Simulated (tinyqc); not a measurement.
Worked calculation: temperature and isotope dependence of a band gap in oscillator models. Values are carried at full precision from step to step, so a last printed digit may differ when a step is redone from the rounded ones.

E(T) = E0 - sum_i sl_i th_i n_i(T), n = 1/(exp(th/T) - 1). The same coupling lowers the gap at 0 K by the zero-point term ZP = sum_i sl_i th_i/2, so the gap of the static lattice is E0 + ZP. Thermal expansion is taken as part of the slopes.

Inputs chosen for the exercise (near those of InP; the results hold for these values, not for the real material): E0 = 1.427 eV (gap at 0 K); th = (119, 346) K (temperatures of two oscillators); sl = (0.176, 0.224) meV/K (their high-temperature slopes); T = 300 K (temperature); M = 72.82 u (mean atomic mass); dM = -0.58 u (change of the mean mass (not bounded by the natural isotopes)); T12 = (130, 330) K (temperatures of the fits).

## The gap at T

Give the occupations, the two terms, the gap, ZP and the static gap.

n_i: 2.05398  0.46110

terms (meV): 43.019  35.737

E(T) = 1.3482 eV
ZP = 49.22 meV
static gap = 1.4762 eV

The thermal fall, 78.8 meV, is larger than the zero-point term, 49.2 meV; the soft oscillator supplies 55 % of the fall but 21 % of ZP. A calculation with clamped ions should be compared with the static gap.

## Slope and asymptote

dE/dT = -sum sl_i (th_i/T)^2 n_i (1 + n_i). At high T, n -> T/th - 1/2, so E -> E0 + ZP - (sum sl_i) T. Give the slope, its ratio to the limit, and the value at 0 K of the tangent drawn at T.

dE/dT = -0.3744 meV/K
ratio to the limiting slope = 0.9361
intercept of the tangent = 1.4606 eV
intercept - E0 = 33.58 meV

The tangent recovers 68 % of ZP: the extrapolation works only from T well above the higher oscillator (346 K).

## Isotope effect

With M -> M + dM the oscillator temperatures scale as M^(-1/2) and the slopes stay. Give th, ZP, E0 (static gap fixed) and E(T) for the new mass, and the linear rule dE0 = ZP dM/(2 M).

th (K): 119.48  347.39

ZP = 49.421 meV
shift of E0 = -0.197 meV
linear rule = -0.196 meV
shift of E(T) = -0.063 meV

The lighter crystal has the narrower gap. At 300 K 32 % of the shift at 0 K is left; it fades at high T, where the motion is classical and the mean-square amplitude no longer depends on mass.

## Two common fits

Two-parameter forms are made to pass through the falls at the two temperatures T12: Varshni aV T^2/(T + bV), from the line T^2/fall = (T + bV)/aV; one oscillator s1 t1/(exp(t1/T) - 1), with t1 from the ratio of the falls.

Give the falls and the parameters.

falls (meV): 19.8031  90.0549

aV = 0.5620 meV/K
bV = 350 K
t1 = 211.2 K
s1 = 0.3823 meV/K
ZP of the one-oscillator fit = 40.4 meV

The limiting slope of the model is 0.4000 meV/K; Varshni puts it +41 % off and one oscillator -4 %. The ZP of the fit differs from the true one by -8.9 meV.

## Checks

- Slope by finite differences against the formula (meV/K): both 0.37445.
- Fall at 20 times the higher oscillator temperature against the asymptote (meV): 2719.1 against 2718.8.

Run: tinyqc, `OMP_NUM_THREADS=1 python tinyqc.py 1880221 1880222 out.jsonl`; Intel(R) Xeon(R) Processor @ 2.30GHz, one thread, shared host; about 0.01 s of CPU time with all checks.
